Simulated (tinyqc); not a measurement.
Scale length and length offset from two DIBL values.

Problem. DIBL = exp(-Le/(2 l)) + 2 exp(-Le/l) with Le = L - dL. Find l, dL and the drawn length for a DIBL of 100 mV/V.

DIBL at drawn lengths 28 and 42 nm (mV/V): [126.33272, 33.210813]

Answer. With e = exp(-Le/(2 l)), 2 e^2 + e = DIBL gives e and so Le/l at each length; Le/l is a straight line in L with slope 1/l.

l = 5.80 nm
dL = 1.80 nm
length for 100 mV/V = 30.3 nm

tinyqc, about 0.01 s, one thread, Intel Xeon 2.30GHz (shared host): `OMP_NUM_THREADS=1 python tinyqc.py 2002070 2002071 out.jsonl`
